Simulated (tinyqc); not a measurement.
Admittance spectroscopy and thermally stimulated current of one trap level in a depletion layer: one step, computed by the program tinyqc. Command: `OMP_NUM_THREADS=1 python tinyqc.py 3114020 3114021 out.jsonl admit walk`. One thread of a shared host (Intel(R) Xeon(R) Processor @ 2.30GHz), about 0.01 s of CPU time with the checks.

A Schottky junction on n-type material holds one donor-like electron trap; shallow donors are fully ionised and abrupt depletion edges are assumed.

Question. The capacitance step. With E_c - E_F = k_B T_p ln(N_c/N): lambda = sqrt(2 eps eps_0 (E_t - (E_c - E_F))/(e^2 N)); traps are empty and charged for x < x_t = w - lambda, and V_b = e (N w^2 + N_t x_t^2)/(2 eps eps_0). High frequency: C_hf = eps eps_0/w. Low frequency: C_lf = eps eps_0 (N + N_t)/(N w + N_t x_t).

Inputs (values chosen for the exercise, modelled on n-type GaAs):
```
quantity                         value    unit
dielectric constant eps             13       -
shallow doping N               3.8e+15  1/cm^3
trap density N_t               6.2e+14  1/cm^3
trap depth E_t below the band    0.551      eV
band bending V_b                  0.91       V
```

E_c - E_F = k_B T_p ln(N_c/N) = 0.3261122 eV

Constants: eps_0 = 8.8541878128e-12 F/m; e = 1.602176634e-19 C.

Give: lambda; depletion width w; crossing point x_t; C_hf; C_lf; step (C_lf - C_hf)/C_hf; small-N_t estimate (N_t/N)(lambda/w).

Answer.

lambda = 291.6 nm

depletion width w = 575.3 nm

crossing point x_t = 283.7 nm

C_hf = 20.01 nF/cm^2

C_lf = 21.54 nF/cm^2

step (C_lf - C_hf)/C_hf = 0.07654

small-N_t estimate (N_t/N)(lambda/w) = 0.08270

Reading N_t/N straight from the step would give 0.0765 against the true 0.163: the factor lambda/w must be known.
